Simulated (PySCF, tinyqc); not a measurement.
Inside a calculation. Method: RHF in the sto-6g basis, for H4, spin multiplicity 1. The lowest restricted solution is unstable here: a spin-polarised one lies 0.0227 hartree lower (PySCF). One step of it, computed by the program tinyqc.

Question. Iteration 2: DIIS coefficients. Solve [B -1; -1 0][c; lambda] = [0; -1] for the coefficients, which sum to one.

B (overlaps of the stored error matrices):
```
                1               2
1   2.3248626e+00  -3.1744917e-01
2  -3.1744917e-01   1.0290851e-01
```

Give: DIIS coefficients.

Answer.

DIIS coefficients: 0.137  0.863
